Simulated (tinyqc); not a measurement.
Worked calculation: plane-wave Kohn-Sham cycle with exchange-only LDA in a layered model solid. Computed by tinyqc, a small Python program that keeps every step. Settings: points = 16, plane-wave index or count = 3, electrons = 2, k points = 1, area = 12.0, mixing = 0.3, iteration cap = 58. Command: `OMP_NUM_THREADS=1 python tinyqc.py 20199 20200 out.jsonl` (the two numbers bound the seeds that draw the settings). One thread of a shared host (Intel(R) Xeon(R) Processor @ 2.60GHz), about 0.01 s of CPU time with the checks. Later iterations appear only in the table of the cycle.

## Iteration 1: potential

A solid whose potential varies along x alone (atomic units):

| parameter | value |
|---|---|
| period a | 5.500000 |
| cross-section of the cell | 12.000000 |
| electrons per cell | 2 |
| grid points | 16 |
| plane waves -n..n, n | 3 |
| k points | 1 |
| V1 in V1 cos(2 pi x/a) | -0.290000 |
| V2 in V2 cos(4 pi x/a) | -0.300000 |

density at the start, on the grid x_j = j a/N (e/bohr^3): 0.03030303  0.03030303  0.03030303  0.03030303  0.03030303  0.03030303  0.03030303  0.03030303  0.03030303  0.03030303  0.03030303  0.03030303  0.03030303  0.03030303  0.03030303  0.03030303

V_H(G) = 4 pi rho(G)/G^2 for G != 0 (uniform background); v_x = -(3 rho/pi)^(1/3); V = V_ext + V_H + v_x; Fourier components f(G_m) = (1/N) sum_j f(x_j) exp(-i G_m x_j).

Potentials on the grid (hartree):

| x | V_ext | V_H | v_x | V |
|---|---|---|---|---|
| 0.000000 | -0.590000 | 0.000000 | -0.307010 | -0.897010 |
| 0.343750 | -0.480057 | 0.000000 | -0.307010 | -0.787067 |
| 0.687500 | -0.205061 | 0.000000 | -0.307010 | -0.512071 |
| 1.031250 | 0.101154 | 0.000000 | -0.307010 | -0.205856 |
| 1.375000 | 0.300000 | 0.000000 | -0.307010 | -0.007010 |
| 1.718750 | 0.323110 | 0.000000 | -0.307010 | 0.016100 |
| 2.062500 | 0.205061 | 0.000000 | -0.307010 | -0.101949 |
| 2.406250 | 0.055793 | 0.000000 | -0.307010 | -0.251217 |
| 2.750000 | -0.010000 | 0.000000 | -0.307010 | -0.317010 |
| 3.093750 | 0.055793 | 0.000000 | -0.307010 | -0.251217 |
| 3.437500 | 0.205061 | 0.000000 | -0.307010 | -0.101949 |
| 3.781250 | 0.323110 | 0.000000 | -0.307010 | 0.016100 |
| 4.125000 | 0.300000 | 0.000000 | -0.307010 | -0.007010 |
| 4.468750 | 0.101154 | 0.000000 | -0.307010 | -0.205856 |
| 4.812500 | -0.205061 | 0.000000 | -0.307010 | -0.512071 |
| 5.156250 | -0.480057 | 0.000000 | -0.307010 | -0.787067 |

V(G_m), m = 0, 1, 2, ... (hartree): -0.307010  -0.145000  -0.150000  0.000000  0.000000  0.000000  0.000000

## Iteration 1: Hamiltonian at one k

k = 0.000000 2 pi / a

H(m,m') = (k + G_m)^2/2 delta + V(G_m - G_m'), with V(-G) = V(G).

H (hartree), lower triangle:
```
           -3         -2         -1         +0         +1         +2        +3
-3   5.565812
-2  -0.145000   2.303133
-1  -0.150000  -0.145000   0.345526
+0   0.000000  -0.150000  -0.145000  -0.307010
+1   0.000000   0.000000  -0.150000  -0.145000   0.345526
+2   0.000000   0.000000   0.000000  -0.150000  -0.145000   2.303133
+3   0.000000   0.000000   0.000000   0.000000  -0.150000  -0.145000  5.565812
```

## Iteration 1: levels at that k

Diagonalise the Hermitian matrix.

eigenvalues (hartree): -0.403643  0.262604  0.478860  2.309313  2.322391  5.576109  5.576298

## Iteration 1: new density

Motion across x is left out: the lowest 1 band(s) hold two electrons at each of the k points (j + 1/2)/nk - 1/2. Residual R = rho(out) - rho(in); rho(new) = rho(in) + 0.3 R. rho(out) = 2/(a A nk) sum |psi|^2 with psi = sum c exp(i G x). Harris energy E = band energy - dV sum rho (V_H/2 + v_x) + (3/4) dV sum rho v_x with rho(in), dV = a A/N, band energy = (2/nk) sum of the filled levels.

rho(out) (e/bohr^3): 0.07445798  0.06661578  0.04871634  0.03116723  0.01956978  0.01358299  0.01091825  0.00984612  0.00955751  0.00984612  0.01091825  0.01358299  0.01956978  0.03116723  0.04871634  0.06661578

density after iteration 1 (e/bohr^3): 0.04354952  0.04119686  0.03582702  0.03056229  0.02708306  0.02528702  0.02448760  0.02416596  0.02407937  0.02416596  0.02448760  0.02528702  0.02708306  0.03056229  0.03582702  0.04119686

energy per cell = -0.65378040 hartree

## Iteration 2: potential

As before.

Potentials on the grid (hartree):

| x | V_ext | V_H | v_x | V |
|---|---|---|---|---|
| 0.000000 | -0.590000 | 0.094565 | -0.346459 | -0.841894 |
| 0.343750 | -0.480057 | 0.085034 | -0.340104 | -0.735127 |
| 0.687500 | -0.205061 | 0.059710 | -0.324634 | -0.469985 |
| 1.031250 | 0.101154 | 0.026158 | -0.307883 | -0.180571 |
| 1.375000 | 0.300000 | -0.008012 | -0.295726 | -0.003738 |
| 1.718750 | 0.323110 | -0.037612 | -0.289039 | -0.003540 |
| 2.062500 | 0.205061 | -0.059885 | -0.285960 | -0.140784 |
| 2.406250 | 0.055793 | -0.073580 | -0.284703 | -0.302490 |
| 2.750000 | -0.010000 | -0.078190 | -0.284362 | -0.372553 |
| 3.093750 | 0.055793 | -0.073580 | -0.284703 | -0.302490 |
| 3.437500 | 0.205061 | -0.059885 | -0.285960 | -0.140784 |
| 3.781250 | 0.323110 | -0.037612 | -0.289039 | -0.003540 |
| 4.125000 | 0.300000 | -0.008012 | -0.295726 | -0.003738 |
| 4.468750 | 0.101154 | 0.026158 | -0.307883 | -0.180571 |
| 4.812500 | -0.205061 | 0.059710 | -0.324634 | -0.469985 |
| 5.156250 | -0.480057 | 0.085034 | -0.340104 | -0.735127 |

V(G_m), m = 0, 1, 2, ... (hartree): -0.305432  -0.116863  -0.150876  -0.000487  -0.000024  0.000015  0.000004

## Iteration 2: Hamiltonian at one k

k = 0.000000 2 pi / a

As before.

H (hartree), lower triangle:
```
           -3         -2         -1         +0         +1         +2        +3
-3   5.567390
-2  -0.116863   2.304711
-1  -0.150876  -0.116863   0.347103
+0  -0.000487  -0.150876  -0.116863  -0.305432
+1  -0.000024  -0.000487  -0.150876  -0.116863   0.347103
+2   0.000015  -0.000024  -0.000487  -0.150876  -0.116863   2.304711
+3   0.000004   0.000015  -0.000024  -0.000487  -0.150876  -0.116863  5.567390
```

## Iteration 2: levels at that k

As before.

eigenvalues (hartree): -0.376678  0.240529  0.485594  2.308702  2.323432  5.575594  5.575803

## Iteration 2: new density

As before.

rho(out) (e/bohr^3): 0.06888647  0.06204681  0.04637031  0.03089591  0.02064338  0.01548068  0.01342094  0.01278873  0.01266852  0.01278873  0.01342094  0.01548068  0.02064338  0.03089591  0.04637031  0.06204681

density after iteration 2 (e/bohr^3): 0.05115060  0.04745184  0.03899001  0.03066238  0.02515115  0.02234512  0.02116760  0.02075279  0.02065612  0.02075279  0.02116760  0.02234512  0.02515115  0.03066238  0.03899001  0.04745184

energy per cell = -0.61119686 hartree

## Convergence

Stop when sqrt(dV sum R^2) is below 1e-8, dV = a A/N.

Course of the cycle:

| iteration | E (hartree) | norm of the residual |
|---|---|---|
| 1 | -0.65378040 | 1.83e-01 |
| 2 | -0.61119686 | 1.04e-01 |
| 3 | -0.59736474 | 5.74e-02 |
| 4 | -0.59332994 | 3.11e-02 |
| 5 | -0.59221448 | 1.69e-02 |
| 6 | -0.59191610 | 9.32e-03 |
| 7 | -0.59183876 | 5.29e-03 |
| 8 | -0.59181964 | 3.11e-03 |
| 9 | -0.59181535 | 1.92e-03 |
| 10 | -0.59181461 | 1.23e-03 |
| 11 | -0.59181462 | 8.15e-04 |
| ... | ... | ... |
| 34 | -0.59181490 | 2.56e-07 |
| 35 | -0.59181490 | 1.81e-07 |
| 36 | -0.59181490 | 1.28e-07 |
| 37 | -0.59181490 | 9.09e-08 |
| 38 | -0.59181490 | 6.43e-08 |
| 39 | -0.59181490 | 4.55e-08 |
| 40 | -0.59181490 | 3.22e-08 |
| 41 | -0.59181490 | 2.28e-08 |
| 42 | -0.59181490 | 1.61e-08 |
| 43 | -0.59181490 | 1.14e-08 |
| 44 | -0.59181490 | 8.08e-09 |

Converged in 44 iterations. Before convergence this energy mixes input and output and is not variational, so it may rise towards its limit.
